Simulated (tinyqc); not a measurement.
Metal-interlayer-semiconductor contact, depinning against tunnelling resistance: two steps of the calculation.

Zero bias, n-type semiconductor. Gap states at the semiconductor surface thin out as exp(-be ti), which unpins the barrier; electrons must then cross the interlayer (a rectangular barrier, no voltage drop across it) and the parabolic depleted layer, both by WKB. Energies E are counted from the Fermi level; no image force, parabolic bands.

Values chosen for this exercise; semiconductor values close to those of germanium; interlayer mass of the order of that in aluminium oxide, offset chosen freely: temperature T = 300 K; band gap Eg = 0.67 eV; relative permittivity eps_r = 15.8; electron affinity chi = 4 eV; conduction-band density of states at T Nc = 1.04e19 cm^-3; tunnelling mass in the semiconductor mt = 0.124 m0; Richardson mass mA = 1.07 m0; donor density Nd = 5.6e19 cm^-3; charge-neutrality level above the valence band E0 = 0.087 eV; pinning factor without interlayer S0 = 0.049; metal work function phiM = 4.02 eV; interlayer thickness ti = 0.2 nm; conduction-band offset of the interlayer above the semiconductor dE = 2.5 eV; tunnelling mass in the interlayer mi = 0.35 m0; decay constant of gap states through the interlayer be = 2.7 1/nm.

Constants: q = 1.602176634e-19 C, kB = 1.380649e-23 J/K, eps0 = 8.8541878128e-12 F/m, hbar = 1.054571817e-34 J s, h = 6.62607015e-34 J s, m0 = 9.1093837015e-31 kg, Vt = kB T/q, hbar^2/(2 m0) = 0.0380998212 eV nm^2. Results are converted to the units shown.

Problem 1. Pinning, barrier and scales. S = 1/(1 + (1/S0 - 1) exp(-be ti)); phiB = S (phiM - chi) + (1 - S)(Eg - E0); xi = Ec - EF deep inside, from Nd = Nc F(-xi/Vt), F(x) = (2/sqrt(pi)) int_0^infinity sqrt(u) du/(1 + exp(u - x)); band bending U = phiB - xi; E00 = (hbar/2) sqrt(Nd/(eps0 eps_r mt m0)) in volts; A = 4 pi q mA m0 kB^2/h^3.

Find: S; phiB; xi; U; E00; A.

Solution 1.

S = 0.08123
phiB = 0.5373 eV
xi = -0.08954 eV
U = 0.6268 eV
E00 = 0.09926 eV
A = 128.6 A/(cm^2 K^2)

Problem 2. Exponents and integrand on an energy grid. With U = phiB - xi: for xi < E < phiB, y = (E - xi)/U and G1 = (U/E00) [sqrt(1 - y) - y ln((1 + sqrt(1 - y))/sqrt(y))], G1 = 0 above phiB; G2 = 2 ti sqrt(mi max(phiB + dE - E, 0)/C), C = hbar^2/(2 m0); f = 1/(1 + exp(E/Vt)); integrand exp(-G1 - G2) f.

E, point 0 to 13 (eV): -0.08  -0.04308  -0.00615  0.03077  0.06769  0.10462  0.14154  0.17846  0.21538  0.25231  0.28923  0.32615  0.36308  0.4
phiB = 0.53726510 eV
xi = -0.089542324 eV
E00 = 0.099261751 eV

Give: G1; G2; f; integrand.

Solution 2.

```
point	G1	G2	f	integrand (1e-4)
0	5.999	2.141	0.9567	2.791
1	5.152	2.128	0.8411	5.800
2	4.479	2.115	0.5592	7.649
3	3.899	2.102	0.2332	5.775
4	3.383	2.089	0.06797	2.857
5	2.917	2.076	0.01718	1.165
6	2.495	2.063	0.004173	0.438
7	2.110	2.050	0.001004	0.157
8	1.758	2.037	2.408e-4	0.054
9	1.439	2.023	5.772e-5	0.018
10	1.149	2.010	1.384e-5	0.006
11	0.888	1.996	3.318e-6	0.002
12	0.656	1.983	7.953e-7	0.001
13	0.452	1.969	1.907e-7	0.000
```

tinyqc, about 0.03 s, one thread, Intel Xeon 2.30GHz (shared host): `OMP_NUM_THREADS=1 python tinyqc.py 2270146 2270147 out.jsonl`
